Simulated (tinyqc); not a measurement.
The best anneal temperature for the time t: solubility, supersaturation, precipitation and gettering of an impurity in a silicon-like host. Computed by tinyqc, a small Python program. Command: `OMP_NUM_THREADS=1 python tinyqc.py 3014233 3014234 out.jsonl ripen walk`. One thread of a shared host (Intel(R) Xeon(R) Processor @ 2.30GHz), about 0.01 s of CPU time with the checks.

The wafer was saturated at T1 and is then held at T.

Inputs (values chosen for the exercise, modelled on iron in silicon):
```
quantity                                   value    unit
site density N0                            5e+22  1/cm^3
enthalpy of solution H                      2.87      eV
entropy of solution S                          9     k_B
diffusion prefactor D0                   0.00088  cm^2/s
migration energy Q                         0.664      eV
temperature of saturation T1                1475       K
anneal temperature T                        1010       K
sink density n                           2.3e+10  1/cm^3
initial sink radius r0                         4      nm
impurity density in the precipitate C_p  6.3e+22  1/cm^3
interface energy gamma                      0.38   J/m^2
anneal time t                                 39       s
```

Constants: k_B = 8.617333262e-05 eV/K; k_B = 1.380649e-23 J/K.

Method:
- C_eq(T) = N0 exp(S/k_B - H/(k_B T)); D(T) = D0 exp(-Q/(k_B T)); C0 = C_eq(T1). Supersaturation s = C0/C_eq(T); critical radius r* = 2 gamma/(C_p k_B T ln s); barrier W* = (4 pi/3) gamma r*^2. Strain energy is left out.
- r_f = [r0^3 + 3 (C0 - C_eq)/(4 pi n C_p)]^(1/3), tau_f = 1/(4 pi n r_f D).
- Growing sinks: with y = r/r_f and y0 = r0/r_f, dy/dt = (1 - y^3)/(3 tau_f y), which integrates to t/tau_f = F(y) - F(y0), F(y) = (1/2) ln[(1 + y + y^2)/(1 - y)^2] - sqrt(3) arctan[(2y + 1)/sqrt(3)]; the share of the excess left is (1 - y^3)/(1 - y0^3), and C(t) = C_eq + (C0 - C_eq) x share.

C0 = 6.33006e+16 1/cm^3

Dissolved share after t:
```
T (K)     C_eq/C0   tau_f (s)     C(t)/C0
664    1.0540e-12  1.9681e+02  9.4101e-01
767    8.8738e-10  4.1425e+01  6.0346e-01
885    2.9008e-07  1.0853e+01  5.4207e-02
1003   2.4284e-05  3.8966e+00  1.1463e-04
1121   8.0039e-04  1.7362e+00  8.0039e-04
1239   1.3557e-02  9.0602e-01  1.3557e-02
1342   1.0670e-01  5.8091e-01  1.0670e-01
1416   3.9031e-01  4.8823e-01  3.9031e-01
```

What follows from these numbers?

The lowest dissolved share among these rows is 1.1e-4 at 1003 K. Above it solubility sets the floor; below it diffusion is too slow for this time. Solubility falls with H = 2.87 eV and diffusion with Q = 0.664 eV. Caution: the barrier to homogeneous nucleation is below 35 k_B T for these inputs, so new precipitates would form and outnumber the fixed sinks assumed here.

Extremes, crossings and ranges named in words are read from the listed rows.
